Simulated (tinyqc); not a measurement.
Metal gate on a two-layer dielectric stack with fixed charge and a dipole: two steps of the calculation.

Gate, layer 2, layer 1, p-type semiconductor; x runs from the gate inwards. Charges are counted in units of +q. psi is the band bending at the surface, positive towards inversion. Classical charge, Boltzmann statistics, no interface traps.

Values chosen for this exercise; band and dielectric values close to those of In0.53Ga0.47As, layer 1 close to silicon dioxide, layer 2 close to aluminium oxide:
```
symbol,value,unit,meaning
T,300,K,temperature
Eg,0.751,eV,band gap
eps_r,14,,relative permittivity
Nc,2.13e17,cm^-3,conduction-band density of states at T
Nv,7.72e18,cm^-3,valence-band density of states at T
chi,4.43,eV,electron affinity
Na,9.7e16,cm^-3,acceptor density
pM,4.79,eV,work function of the gate metal
t1,1.9,nm,"thickness of layer 1, next to the semiconductor"
e1,3.99,,relative permittivity of layer 1
t2,5.3,nm,"thickness of layer 2, next to the gate"
e2,9.13,,relative permittivity of layer 2
```

Constants: q = 1.602176634e-19 C, kB = 1.380649e-23 J/K, Vt = kB T/q, eps0 = 8.8541878128e-14 F/cm where lengths are in cm. Results are converted to the units shown.

Question 1. Equivalent thickness and work-function difference. EOT = 3.9 (t1/e1 + t2/e2), Cox = eps0/(t1/e1 + t2/e2); phi_ms = pM - (chi + Eg - Vt ln(Nv/Na)).

Find: EOT; Cox; share of layer 1 in the EOT; phi_ms.

Answer 1.

EOT = 4.1211 nm
Cox = 0.83791 uF/cm^2
share of layer 1 in the EOT = 45.064 %
phi_ms = -0.27785 V

Question 2. Threshold voltage. ni = sqrt(Nc Nv) exp(-Eg/(2 Vt)), Eg in volts, pB = Vt ln(Na/ni), Vth = Vfb + 2 pB + sqrt(4 q eps0 eps_r Na pB)/Cox.

Vfb = -0.39049371 V
Cox = 0.83791383 uF/cm^2

Give: ni; pB; depletion charge; Vth.

Answer 2.

ni = 6.308e11 cm^-3
pB = 0.3088 V
depletion charge = 0.1542 uC/cm^2
Vth = 0.4111 V

tinyqc, about 0.01 s, one thread, Intel Xeon 2.30GHz (shared host): `OMP_NUM_THREADS=1 python tinyqc.py 2010036 2010037 out.jsonl`
